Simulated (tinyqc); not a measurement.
Convergence with the basis: effective-mass impurity with a central-cell term, in a basis of Slater functions. Computed by tinyqc, a small Python program. Command: `OMP_NUM_THREADS=1 python tinyqc.py 3006497 3006498 out.jsonl centralcell walk`. One thread of a shared host (Intel(R) Xeon(R) Processor @ 2.30GHz), about 0.01 s of CPU time with the checks.

The envelope obeys H = -nabla^2 - (2/r) [Z + A exp(-kappa r)] in effective units, with kappa = a*/lambda; positive A deepens the well near the core.

Inputs (values chosen for the exercise, with mass and screening modelled on InP): effective mass m = 0.0808 m_0; dielectric constant eps = 12.5; charge Z of the core = 2; central-cell strength A = -49; central-cell range lambda = 0.74 angstrom; smallest exponent zeta_1 = 0.42 1/a*; ratio beta of exponents = 2.4.

Impurity: donor, one isotropic band.

Constants: Ry = 13.605693123 eV; a_0 = 0.529177210903 angstrom.

Method:
- Units: Ry* = Ry m/eps^2 and a* = a_0 eps/m, with m in m_0.
- kappa = a*/lambda; the hydrogenic ground state is bound by Z^2 Ry*.
- For s functions exp(-zeta r), with s = zeta_i + zeta_j: S = 2/s^3, T = zeta_i zeta_j S, V = -2 Z/s^2, W = -2 A/(s + kappa)^2; each function is normalised by dividing by sqrt(S_ii S_jj).
- Large basis: zeta_i = 0.06 x 1.6^(i-1), i = 1..22, same formulas; for p functions r exp(-zeta r): S = 24/s^5, T = zeta_i zeta_j S (centrifugal term included), V = -12 Z/s^4, W = -12 A/(s + kappa)^4; overlap eigenvalues below 1e-11 are dropped.
- Binding energies are -E Ry*; the effective quantum number is nu = Z/sqrt(-E); |psi(0)|^2 is given relative to the hydrogenic Z^3/(pi a*^3).
- zeta_i = zeta_1 beta^(i-1), i = 1..n.
- The error is the lowest level above the large-basis value.

kappa = 110.629 1/a*

Ry* = 7.03578 meV

1s binding energy = 27.0477 meV

Error of the 1s level:
```
n  error (meV)  largest exponent (1/a*)
1       16.485               4.2000e-01
2        4.666               1.0080e+00
3        0.915               2.4192e+00
4        0.276               5.8061e+00
5        0.231               1.3935e+01
6        0.081               3.3443e+01
7        0.078               8.0263e+01
8        0.078               1.9263e+02
```

The error falls from 16.5 to 0.0782 meV. At n = 8 it falls by less than 5 %, where the largest exponent has not yet passed kappa by much.

Extremes, crossings and ranges named in words are read from the listed rows.
